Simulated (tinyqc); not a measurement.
Born-von Karman spring model of a cubic crystal with one atom per cell: one step, computed by the program tinyqc.

First neighbours lie at a/2 (1,1,1) (8 of them), second at a (1,0,0) (6), with all permutations and signs; the volume per atom is Omega = a^3/2.

Problem. Frequencies and polarisations. Diagonalise D. An eigenvalue lambda of D in eV/(angstrom^2 u) gives nu = 15.6333042 THz x sqrt(lambda). Eigenvectors are columns, with the largest component positive; the longitudinal weight is (e.q)^2/q^2.

Inputs (values chosen for the exercise, for a model crystal).

Lattice: bcc.

wave vector q (2 pi/a): [0.14, 0.13, 0.21]

D(q) (eV/(angstrom^2 u)), rows x, y, z:
```
[[0.006852346, 0.001442717, 0.002586055],
 [0.001442717, 0.006505065, 0.002378179],
 [0.002586055, 0.002378179, 0.009717183]]
```

Constants: nu for 1 eV/(angstrom^2 u) = 15.6333042 THz.

Give: eigenvalues; frequencies; polarisation vectors; longitudinal weights.

Solution.

eigenvalues (eV/(angstrom^2 u)): [0.00521, 0.00534, 0.01253]

frequencies (THz): [1.129, 1.142, 1.750]

polarisation vectors, rows x, y, z, columns mode 1, mode 2, mode 3:
```
[[-0.4342, 0.7729, 0.4627],
 [0.8753, 0.2407, 0.4194],
 [-0.2128, -0.5871, 0.7811]]
```

longitudinal weights: [0.0009, 0.0033, 0.9959]

Mode 3 is the most longitudinal, with weight 1.00.
